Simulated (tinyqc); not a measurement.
Inside a calculation: three-band tight binding of a dichalcogenide monolayer. Values are carried at full precision from step to step, so a last printed digit may differ when a step is redone from the rounded ones.

Basis dz2, dxy, dx2-y2 on a triangular lattice, nearest neighbours; alpha = kx a/2, beta = sqrt3 ky a/2. h0 = e1 + 2 t0 (cos 2alpha + 2 cos alpha cos beta); h1 = -2 sqrt3 t2 sin alpha sin beta + 2i t1 (sin 2alpha + sin alpha cos beta); h2 = 2 t2 (cos 2alpha - cos alpha cos beta) + 2i sqrt3 t1 cos alpha sin beta; h11 = e2 + 2 t11 cos 2alpha + (t11 + 3 t22) cos alpha cos beta; h22 = e2 + 2 t22 cos 2alpha + (3 t11 + t22) cos alpha cos beta; h12 = sqrt3 (t22 - t11) sin alpha sin beta + 4i t12 sin alpha (cos alpha - cos beta) + i lam sz. H = [[h0, h1, h2], [., h11, h12], [., ., h22]], Hermitian; the lowest band of each spin is filled. K = (4 pi/3a, 0), M = (pi/a, pi/(sqrt3 a)).

Inputs chosen for the exercise (near a published set for monolayer MoTe2; shifted at random, so the results belong to these values and not to a real crystal):
- a = 3.556 angstrom (lattice constant)
- e1 = 0.609 eV (level of dz2)
- e2 = 1.989 eV (level of dxy and dx2-y2)
- t0 = -0.167 eV (hopping)
- t1 = 0.228 eV (hopping)
- t2 = 0.395 eV (hopping)
- t11 = 0.208 eV (hopping)
- t12 = 0.244 eV (hopping)
- t22 = 0.257 eV (hopping)
- lam = 0.109 eV (spin-orbit constant)
- sz = 1 (spin)
- k = (0.34, 0.28) 1/angstrom (wave vector)

## H at one k

Form alpha, beta and the matrix.

alpha, beta (rad): 0.60452  0.86228

H (eV), lower triangle (Hermitian):
```
                    z2              xy   x2-y2
z2              0.1332
xy     -0.5905-0.5951i          2.6604
x2-y2  -0.1434-0.4934i  0.0366-0.2045i  2.6426
```

## Levels and weights

Diagonalise H.

levels (eV): -0.2127  2.6019  3.0469

weights:
```
       band 1  band 2  band 3
z2      0.889   0.033   0.078
xy      0.079   0.291   0.630
x2-y2   0.032   0.676   0.292
```

## Closed forms at K and Gamma

Three-band model of dz2 (level e1) and dxy, dx2-y2 (level e2), spin sz = +/-1; t1 and t2 drop out at these points. At K: e2 - (3/2)(t11 + t22) - 3 sqrt3 t12 + lam sz (valence), e1 - 3 t0 (conduction), e2 - (3/2)(t11 + t22) + 3 sqrt3 t12 - lam sz. At Gamma: e1 + 6 t0 (valence) and e2 + 3 (t11 + t22) -/+ lam.

Levels (eV):

| point | band 1 | band 2 | band 3 |
|---|---|---|---|
| K, spin up | 0.1326 | 1.1100 | 2.4504 |
| K, spin down | -0.0854 | 1.1100 | 2.6684 |
| Gamma | -0.3930 | 3.2750 | 3.4930 |

smallest direct gap at K = 0.9774 eV
Ev(K) - Ev(Gamma) = 0.5256 eV

Of the two points, the valence band is higher at K, by 526 meV. The dz2 conduction state at K has no atomic orbital angular momentum (Lz = 0) and is not split at this order.

## Bands for both spins

The two lowest bands at the points named.

Levels (eV):

| k | v, up | c, up | v, down | c, down |
|---|---|---|---|---|
| G | -0.3930 | 3.2750 | -0.3930 | 3.2750 |
| G-K 0.25 | -0.2773 | 2.9811 | -0.2846 | 2.9686 |
| G-K 0.5 | -0.1613 | 2.4784 | -0.2138 | 2.3412 |
| G-K 0.6 | -0.1602 | 2.1896 | -0.2408 | 2.0547 |
| G-K 0.75 | -0.1072 | 1.6633 | -0.2370 | 1.5832 |
| G-K 0.9 | 0.0625 | 1.2230 | -0.1301 | 1.2003 |
| K | 0.1326 | 1.1100 | -0.0854 | 1.1100 |
| K-M 0.5 | -0.1422 | 1.3927 | -0.2660 | 1.3621 |
| M | -0.3362 | 1.4238 | -0.3362 | 1.4238 |
| M-G 0.5 | -0.1893 | 2.3882 | -0.1893 | 2.3882 |

The spins are degenerate from M to Gamma, since a vertical mirror plane holds this line and flips sz, and the valence splitting is largest at K (218 meV). The lowest conduction level listed is at K. With nearest neighbours alone the model is made for the neighbourhood of K.

## Checks

- Closed forms at K against the matrix: they agree to 1e-10 or better.

Computed by tinyqc, a small Python program: `OMP_NUM_THREADS=1 python tinyqc.py 1452851 1452852 out.jsonl` (the numbers bound the seed that draws the inputs); one thread of a shared host (Intel(R) Xeon(R) Processor @ 2.30GHz), about 0.02 s for the whole set of steps.
